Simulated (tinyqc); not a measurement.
# Schottky barrier with interface states (Cowley-Sze model), image lowering and contact resistance, step by step

A worked calculation. Computed by tinyqc, a small Python program that keeps every step. Command: `OMP_NUM_THREADS=1 python tinyqc.py 3013261 3013262 out.jsonl pinning walk`. One thread of a shared host (Intel(R) Xeon(R) Processor @ 2.30GHz), about 0.01 s of CPU time with the checks. Intermediate numbers are printed to about 7 digits and carried at full precision; extremes and crossings named in words are read from the listed rows.

An n-type semiconductor under a metal. The barrier lies between the Schottky-Mott limit phi_M - chi and the Bardeen limit E_g - E_n, E_n being the neutrality level of the interface states; the space-charge term of the full Cowley-Sze expression is left out.

Inputs (values chosen for the exercise, with gap, mass and screening modelled on CdS): gap E_g = 2.47 eV; electron affinity chi = 4.26 eV; metal work function phi_M = 5.11 eV; neutrality level E_n above the valence band = 1.15 eV; interface-state density D = 3.5e+12 cm^-2 eV^-1; dipole layer thickness delta = 0.27 nm; dipole layer constant eps_i = 1; dielectric constant eps_s = 8.78; electron mass m_e = 0.203 m_0; valleys M_c = 1; donor density N = 2e+17 cm^-3; temperature T = 300 K; reverse bias V_r = 1.3 V.

Pinning factor from: interface states.

Constants: e = 1.602176634e-19 C; eps_0 = 8.8541878128e-12 F/m; k_B = 8.617333262e-05 eV/K; m_0 = 9.1093837015e-31 kg; k_B = 1.380649e-23 J/K; h = 6.62607015e-34 J s; hbar = 1.054571817e-34 J s.

## Pinning factor and barrier

S = 1/(1 + e^2 D delta/(eps_i eps_0)); for D per eV, e^2 D is the number e x D in SI units, with 1 cm^-2 = 1e4 m^-2. phi_B = S (phi_M - chi) + (1 - S)(E_g - E_n); the hole barrier is E_g - phi_B.

pinning factor S = 0.8539717

Schottky-Mott barrier = 0.85 eV

Bardeen barrier = 1.32 eV

barrier phi_B = 0.9186333 eV

hole barrier = 1.551367 eV

The contact is weakly pinned: the barrier follows the metal.

## Depletion layer and image lowering under reverse bias

N_c = 2 M_c (2 pi m_e k_B T/h^2)^(3/2); xi = E_c - E_F solves N = N_c F_1/2(-xi/k_B T) (bisection; full ionisation). F_1/2(eta) = (2/sqrt(pi)) int_0^infinity sqrt(x)/(1 + exp(x - eta)) dx, by the trapezoid rule in t = sqrt(x) with step 0.02 up to t = 12 (for eta < -12 by exp(eta) - exp(2 eta)/2^(3/2)). V_bi = phi_B - xi; W = sqrt(2 eps_s eps_0 (V_bi + V_r - k_B T/e)/(e N)); field at the metal E_m = e N W/(eps_s eps_0); image lowering sqrt(e E_m/(4 pi eps_s eps_0)).

N_c = 2.295176e+18 cm^-3

xi = 0.06228979 eV

built-in voltage V_bi = 0.8563435 V

depletion width W = 101.6732 nm

field E_m = 419086.3 V/cm

image lowering = 0.08290493 eV

## Thermionic current

A* = 4 pi e m_e M_c k_B^2/h^3 (a simple valley count); J_s = A* T^2 exp(-phi/k_B T). J_0 uses phi_B; the reverse current uses phi_B less the image lowering, times 1 - exp(-V_r/k_B T).

Richardson constant A* = 24.39517 A cm^-2 K^-2

J_0 = 8.113089e-10 A/cm^2

thermionic reverse current = 2.004139e-08 A/cm^2

Image lowering raises the reverse current by a factor 24.7.

## Tunnelling scale and contact resistivity

E_00 = (e hbar/2) sqrt(N/(m_e eps_s eps_0)), E_0 = E_00 coth(E_00/k_B T); scaling form of the contact resistivity rho_c = (k_B/(e A* T)) exp(phi_B/E_0), which is the thermionic result when E_00 << k_B T and keeps only the leading exponential of tunnelling when E_00 >> k_B T; image lowering is left out of it.

E_00 = 0.006219379 eV

E_00/k_B T = 0.2405763

E_0 = 0.02634883 eV

contact resistivity rho_c = 1.630485e+07 ohm cm^2

With the usual bounds 0.5 and 5 on E_00/k_B T the regime is thermionic emission; so large a rho_c means a blocking contact.

## Choosing the metal

The formulas are those given above.

Against work function:
```
phi_M (eV)  Schottky-Mott (eV)  phi_B (eV)  J_0 (A/cm^2)  rho_c (ohm cm^2)
4.26                      0.00    0.192757  1.268720e+03      1.770393e-05
4.49                      0.23    0.389171  6.364499e-01      3.058117e-02
4.72                      0.46    0.585584  3.192734e-04      5.282489e+01
4.95                      0.69    0.781998  1.601626e-07      9.124795e+04
5.17                      0.91    0.969872  1.117945e-10      1.139861e+08
5.40                      1.14    1.166285  5.608143e-14      1.968957e+11
5.63                      1.37    1.362699  2.813310e-17      3.401111e+14
5.86                      1.60    1.559112  1.411289e-20      5.874965e+17
```

A span of 1.60 eV in work function moves the barrier by 1.366 eV (slope S = 0.854) and rho_c by 22.5 decades. The barrier equals its Schottky-Mott value only at phi_M = chi + E_g - E_n = 5.58 eV, where the interface states are neutral.

## Doping the contact

Regimes: thermionic below E_00/k_B T = 0.5, field emission above 5.

Against doping:
```
N (cm^-3)  1e10/sqrt(N)    E_00/k_B T  rho_c (ohm cm^2)                     regime
1.00e+16   1.000000e+02  5.379450e-02      3.079207e+07        thermionic emission
1.00e+17   3.162278e+01  1.701131e-01      2.270639e+07        thermionic emission
1.00e+18   1.000000e+01  5.379450e-01      1.475459e+06  thermionic-field emission
3.00e+18   5.773503e+00  9.317481e-01      1.531484e+04  thermionic-field emission
1.00e+19   3.162278e+00  1.701131e+00      3.614874e+00  thermionic-field emission
3.00e+19   1.825742e+00  2.946446e+00      1.904340e-03  thermionic-field emission
1.00e+20   1.000000e+00  5.379450e+00      8.701368e-06             field emission
3.00e+20   5.773503e-01  9.317481e+00      5.336151e-07             field emission
1.00e+21   3.162278e-01  1.701131e+01      9.508893e-08             field emission
```

Over the thermionic rows rho_c changes by a factor 1.4 only, and then it falls fast, by 14.5 decades in all; in field emission ln rho_c is linear in 1/sqrt(N). It passes below 1e-7 ohm cm^2 at N = 1e21 cm^-3 of those listed.

Checks made by the program: charge in the layer against the field (relative difference below 1e-10).
